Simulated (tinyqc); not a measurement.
## Surface Green function of a square-lattice strip three rows wide, Sancho-Rubio decimation: effect of the broadening

A semi-infinite lead of cells 0, 1, 2, ... with H0 inside a cell and H1 = <cell i|H|cell i + 1>. A cell is one column of three sites. z = E + i eta.

Start with e_s = e = H0, a = H1, b = H1^dagger. Each round: g = (z - e)^(-1); e_s <- e_s + a g b; e <- e + a g b + b g a; a <- a g a; b <- b g b (all with the old a, b). Round k joins cells 2^k apart. Stop when the largest entry of the matrices a and b is below 1e-12 eV; g_s = (z - e_s)^(-1), bulk (z - e)^(-1), density of states -Im Tr/pi. The last column counts the steps of the plain recursion g <- (z - H0 - H1 g H1^dagger)^(-1), one cell a step from g = (z - H0)^(-1), until no entry changes by more than 1e-8 1/eV.

Inputs (values chosen for the exercise):
- E = 1.89 eV (energy)

H0 (eV):
```
       1      2      3
1  -0.43  -1.01      0
2  -1.01  -0.38  -1.01
3      0  -1.01   0.28
```

H1 (eV):
```
      1     2     3
1  -0.9     0     0
2     0  -0.9     0
3     0     0  -0.9
```

Effect of the broadening:
```
eta (eV)  rounds  surface density of states (1/eV)  plain steps
0.3            8                            0.3474           53
0.09          10                            0.3405          177
0.04          11                            0.3357          399
0.02          12                            0.3336          798
0.009         13                            0.3324         1776
0.004         14                            0.3319         3996
```

The rounds go from 8 to 14 and the plain steps from 53 to 3996. Inside a band the plain recursion needs a number of steps that grows as 1/eta, the decimation only as log2(1/eta). The density of states tends to 0.3314 1/eV as eta goes to zero; the first row is 4.8 % above that and the last 0.13 % above it.

tinyqc, about 0.1 s, one thread, Intel Xeon 2.30GHz (shared host): `OMP_NUM_THREADS=1 python tinyqc.py 2680109 2680110 out.jsonl`
